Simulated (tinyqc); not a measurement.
## The Fermi level, mass and scattering length from S, n and sigma

Question. Bulk parabolic band, x = (E - Ec)/kB T, C = hbar^2/(2 m0), kB T in eV. Modes per area gv m kB T x/(4 pi C) times the back-scattering length l0 x^rr give the transport function s0 X(x), s0 = (2 q^2/h) gv m kB T l0/(4 pi C), X = x^(1 + rr). I_k = int X (x - eta)^k w dx, w = 1/(4 cosh^2((x - eta)/2)). sigma = s0 I_0, S = -(kB/q) I_1/I_0; n = 2 gv (m kB T/(4 pi C))^1.5 F(eta), F(y) = (2/sqrt(pi)) int_0^infinity sqrt(u)/(1 + exp(u - y)) du. Find eta, m and l0.

Parameters, values chosen for the exercise:

| symbol | value | unit | meaning |
|---|---|---|---|
| T | 500 | K | temperature |
| gv | 3 |  | valleys |
| rr | 1 |  | energy exponent of that length |

Constants: q = 1.602176634e-19 C, kB = 1.380649e-23 J/K, hbar = 1.054571817e-34 J s, h = 6.62607015e-34 J s, m0 = 9.1093837015e-31 kg, Vt = kB T/q, hbar^2/(2 m0) = 0.0380998212 eV nm^2. Results are converted to the units shown.

S = -459.85271 uV/K
n = 9.1913563e18 cm^-3
sigma = 63.044353 S/cm

Solution. |S| falls steadily as eta rises and depends on nothing else, so it fixes eta; n then gives m, and sigma gives l0.

eta = -2.300
m = 0.7000 m0
l0 = 2.200 nm

Program tinyqc, `OMP_NUM_THREADS=1 python tinyqc.py 2800024 2800025 out.jsonl`; Intel Xeon 2.30GHz, shared host, one thread, about 0.07 s.
